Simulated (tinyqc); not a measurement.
# Inputs raised by 5 %, one at a time

Model: kinetics of strain relaxation and threading dislocations in mismatched semiconductor layers. Computed by tinyqc, a small Python program. Command: `OMP_NUM_THREADS=1 python tinyqc.py 3005457 3005458 out.jsonl threading sens`. One thread of a shared host (Intel(R) Xeon(R) Processor @ 2.30GHz), about 0.01 s of CPU time with the checks.

60-degree dislocations on {111} planes of a (001) layer, isotropic elasticity. The Schmid factor is 1/sqrt(6), and a misfit segment relieves strain with b/2.

Inputs (values chosen for the exercise, modelled on Si(0.8)Ge(0.2) on Si):
```
quantity                                      value         unit
misfit f                                    0.00825            -
shear modulus G                                64.3          GPa
Poisson ratio nu                               0.27            -
Burgers vector b                               3.88     angstrom
glide activation energy Q                      2.09           eV
velocity prefactor v0                         31000  m/s per MPa
layer thickness h                                92           nm
anneal temperature T                            891            K
anneal time t                                   300            s
initial thread density rho_0                1.7e+06       1/cm^2
multiplication constant delta                 31000          1/m
reaction radius r_A                              71           nm
final thickness of a thick uniform layer H      1.4   micrometre
aspect ratio of a trench                        2.5            -
```

Sources: fixed density of threads.

Constants: k_B = 8.617333262e-05 eV/K.

Method:
- Excess resolved stress tau = (1/sqrt 6) [2 G (1 + nu)/(1 - nu)] (e - e_eq), e_eq = b (1 - nu/4) [ln(h/b) + 1]/(4 pi (1 + nu) h), the Matthews-Blakeslee strain of an uncapped layer; glide velocity v = v0 tau exp(-Q/(k_B T)), tau in MPa.
- Threads run in two directions, so de/dt = -(b/4) rho v, with rho fixed. With x = e - e_eq, x0 = f - e_eq (fully strained at t = 0) and v = m S x (m the mobility, S x = tau): x = x0 exp(-t/t_r), t_r = 4/(b rho_0 m S).
- The half time is that at which x = x0/2.
- A separate case, a thick relaxed layer. Pair reactions during growth: d rho/dh = -K rho^2 with K = 2 r_A tan(psi) and threads inclined by psi = 45 degrees (the <110> lines of {111} planes), so rho = 1/(K H) for a layer that starts with far more threads than that, as highly mismatched layers do. In a trench along [110] a thread on {111} rises at 54.74 degrees across the width, and leaves through the wall below the height w tan(54.74 degrees) = sqrt(2) w; the share of threads, evenly spread over the floor, that reach the top is max(0, 1 - a/sqrt 2) for the aspect ratio a.

Runs; columns: (1) input moved; (2) from; (3) to; (4) excess stress tau (MPa); (5) half time (s); (6) thread density at H (1/cm^2); (7) initial velocity (micrometre/s):
```
(1)                                        (2)        (3)     (4)     (5)         (6)     (7)
base run                                     -          -  607.94   98.47  5.0302e+08   28.41
misfit f                               0.00825  0.0086625  645.62   98.47  5.0302e+08   30.17
glide activation energy Q (eV)            2.09     2.1945  607.94  384.05  5.0302e+08    7.29
velocity prefactor v0 (m/s per MPa)      31000      32550  607.94   93.78  5.0302e+08   29.83
anneal temperature T (K)                   891     935.55  607.94   26.94  5.0302e+08  103.86
anneal time t (s)                          300        315  607.94   98.47  5.0302e+08   28.41
initial thread density rho_0 (1/cm^2)  1700000    1785000  607.94   93.78  5.0302e+08   28.41
reaction radius r_A (nm)                    71      74.55  607.94   98.47  4.7906e+08   28.41
```

Exponents ln(y'/y) / ln(x'/x):
```
input                         excess stress tau  half time  thread density at H  initial velocity
misfit f                                  1.232      0.000                    0             1.232
glide activation energy Q                 0.000     27.895                    0           -27.895
velocity prefactor v0                     0.000     -1.000                    0             1.000
anneal temperature T                      0.000    -26.567                    0            26.567
anneal time t                             0.000      0.000                    0             0.000
initial thread density rho_0              0.000     -1.000                    0             0.000
reaction radius r_A                       0.000      0.000                   -1             0.000
```

Which inputs matter most for each result?

Among the inputs moved here: excess stress tau answers most in size to misfit f (exponent +1.232); its exponent is below 0.0005 for glide activation energy Q, velocity prefactor v0, anneal temperature T, anneal time t, initial thread density rho_0, reaction radius r_A. half time answers most in size to glide activation energy Q (exponent +27.895), next to anneal temperature T (-26.567); its exponent is below 0.0005 for misfit f, anneal time t, reaction radius r_A. Its exponent -1.000 in velocity prefactor v0: time scales with the inverse mobility. Its exponent -1.000 in initial thread density rho_0: a fixed number of threads does the work. Thread density at H answers most in size to reaction radius r_A (exponent -1.000); its exponent is below 0.0005 for misfit f, glide activation energy Q, velocity prefactor v0, anneal temperature T, anneal time t, initial thread density rho_0. Initial velocity answers most in size to glide activation energy Q (exponent -27.895), next to anneal temperature T (+26.567); its exponent is below 0.0005 for anneal time t, initial thread density rho_0, reaction radius r_A.

Caution (all rows): at this small misfit a layer may start with fewer threads than 1/(K H), which is then only an upper bound.
